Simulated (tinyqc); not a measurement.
Worked calculation: Deal-Grove kinetics of thermal oxidation of silicon. Computed by tinyqc, a small Python program that keeps every step. Command: `OMP_NUM_THREADS=1 python tinyqc.py 3022969 3022970 out.jsonl oxide walk`. One thread of a shared host (Intel(R) Xeon(R) Processor @ 2.30GHz), about 0.03 s of CPU time with the checks. Intermediate numbers are printed to about 7 digits and carried at full precision; extremes and crossings named in words are read from the listed rows.

Oxidant diffuses through the oxide and reacts at the interface, so that dx/dt = B/(A + 2x) for the oxide thickness x.

Inputs (values chosen for the exercise, close to those used for silicon): prefactor B0 = 364 um^2/h; activation energy E_B = 0.77 eV; prefactor (B/A)0 = 1.75e+08 um/h; activation energy E_A = 2.04 eV; temperature T = 875 C; oxidant pressure p = 1 atm; pressure exponent m of B/A = 1; initial oxide x_i = 0.05 um; time t = 0.99 h; field oxide beside the window x_f = 0.3 um.

Ambient: steam. Surface: (111). Extension: masking step.

Constants: k_B = 8.617333262e-05 eV/K.

## Rate constants

B = B0 p exp(-E_B/(k_B T)), B/A = (B/A)0 p^m exp(-E_A/(k_B T)), p in atm; A = B/(B/A). Temperatures in kelvin are T(C) + 273.15.

parabolic constant B = 0.1517763 um^2/h

linear constant B/A = 0.1943143 um/h

length A = 0.7810868 um

Reaction at the interface limits growth while x is well below A/2 = 0.391 um, diffusion once x is well above it.

## Thickness after the oxidation

tau = (x_i^2 + A x_i)/B and x = (A/2) [sqrt(1 + 4 B (t + tau)/A^2) - 1], the root of x^2 + A x = B (t + tau). Silicon consumed is 0.44 times the oxide grown; the rate is B/(A + 2x).

tau = 0.2737867 h

oxide thickness x = 0.1962590 um

silicon consumed = 0.06435395 um

final growth rate = 0.1293249 um/h

2x/A = 0.503: reaction and diffusion both resist, diffusion with a share 2x/(A + 2x) = 0.33.

## Full law against its linear and parabolic limits

Linear limit x = (B/A)(t + tau); parabolic limit x = sqrt(B (t + tau)).

Thickness (um):
```
t (h)      full  linear limit  parabolic limit      2x/A
0.05   0.058530      0.062916         0.221683  0.149869
0.1    0.066902      0.072632         0.238185  0.171304
0.25   0.091144      0.101779         0.281955  0.233377
0.5    0.129040      0.150358         0.342699  0.330411
1      0.197551      0.247515         0.439694  0.505836
2      0.314886      0.441829         0.587458  0.806277
4      0.504545      0.830458         0.805394  1.291906
8      0.796170      1.607715         1.120609  2.038621
16     1.228870      3.162229         1.571615  3.146564
32     1.856882      6.271257         2.213232  4.754611
```

Both limits lie above the full result, since each drops one resistance. The linear law overshoots by 7.5 % in the first row and 240 % in the last, the parabolic law by 280 % and 19 %. The better limit switches between 2 and 4 h; both give the same value where B (t + tau) = A^2, at 2x/A = sqrt5 - 1 = 1.24.

## A window beside field oxide

The same oxidation acts on the field oxide, with x_f in place of x_i. Each region consumes 0.44 times the oxide it grows; the step in the silicon surface is the difference, and the step in the oxide surface is (x_f(new) - 0.44 growth) against the same for the window, counted from the silicon surface before this oxidation.

field oxide afterwards = 0.4013586 um

step in the silicon = 0.01975618 um

step in the oxide surface = 0.2248558 um

The field oxide grows by 0.101 um and the window by 0.146 um: the thicker film slows the oxidant.

Checks made by the program: closed form against Runge-Kutta integration of dx/dt (relative difference below 1e-10).
